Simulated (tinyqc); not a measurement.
## Trapped share and trap depth from dynamic on-resistance

Problem. Traps remove the share ft of the electrons in the drain access (length Ld, sheet resistance Rsh before stress), so Ron grows by Rsh Ld ft/(1 - ft). The recovery time goes as T^(-2) exp(q Ea/(kB T)). Find ft and Ea.

Parameters, values chosen for the exercise:
```
symbol,value,unit,meaning
Ld,2,um,drain access length
```

Constants: q = 1.602176634e-19 C, kB = 1.380649e-23 J/K. Results are converted to the units shown.

Ron before and just after an off-state stress (ohm mm): [3.2136289, 3.5061128]
Rsh = 438.72578 ohm
recovery times at 320 and 410 K (s): [0.0036, 2.7516554e-5]

Solution. The rise of Ron over Rsh Ld is ft/(1 - ft); ln(t T^2) is linear in 1/T.

ft = 0.2500
Ea = 0.5500 eV

tinyqc, about 0.03 s, one thread, Intel Xeon 2.30GHz (shared host): `OMP_NUM_THREADS=1 python tinyqc.py 2570156 2570157 out.jsonl`
